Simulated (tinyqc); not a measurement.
Space-charge-limited current through a thin insulating or semi-insulating film with traps: one step, computed by the program tinyqc. Command: `OMP_NUM_THREADS=1 python tinyqc.py 3006318 3006319 out.jsonl sclc walk`. One thread of a shared host (Intel(R) Xeon(R) Processor @ 2.30GHz), about 0.01 s of CPU time with the checks.

One ohmic injecting contact at x = 0 (field zero), drift only, non-degenerate free carriers.

Problem. One point of the curve. Free density n_0 = N_c exp(-E_0/k_B T) in equilibrium; trapped density n_t(n) = N_t/(1 + n_1/n), n_1 = N_c exp(-E_t/k_B T). J = e mu n F and (eps eps_0/e) dF/dx = n - n_0 + n_t(n) - n_t(n_0) = rho(n). With F = J/(e mu n): d = (eps eps_0 J/(e^2 mu)) I_1 and V = (eps eps_0 J^2/(e^3 mu^2)) I_2, I_k = int_(n_L)^infinity dn/(n^(k+1) rho(n)), n_L the density at the anode; with u = n_L/n, 200 Gauss-Legendre points in t, u = 1 - (1 - t)^2. Anode field J/(e mu n_L); Mott-Gurney current (9/8) eps eps_0 mu V^2/d^3; ohmic current e n_0 mu V/d.

Inputs (values chosen for the exercise, modelled on Si3N4):
```
quantity                                            value        unit
permittivity eps                                      7.5           -
band mobility mu                                     0.11  cm^2/(V s)
effective density of states N_c                   9.7e+19      1/cm^3
trap density N_t                                  1.9e+18      1/cm^3
equilibrium Fermi level below the band edge, E_0     0.89          eV
thickness d                                            31          nm
free density at the anode, in units of N_c        2.3e-08           -
temperature T                                         400           K
trap level E_t below the band edge                   0.39          eV
```

Traps: single level.

Constants: k_B = 8.617333262e-05 eV/K; eps_0 = 8.8541878128e-12 F/m; e = 1.602176634e-19 C.

Give: I_1; I_2; current density J; voltage V; anode field over mean field V/d; trap-free Mott-Gurney current; ohmic current.

Solution.

I_1 = 6.2755e-29 cm^6

I_2 = 1.8735e-41 cm^9

current density J = 2.1005e-04 A/cm^2

voltage V = 0.011030 V

anode field over mean field V/d = 1.5014

trap-free Mott-Gurney current = 0.33562 A/cm^2

ohmic current = 3.7204e-08 A/cm^2

Caution: V is below 10 k_B T/e, where diffusion from the contact, left out here, dominates.
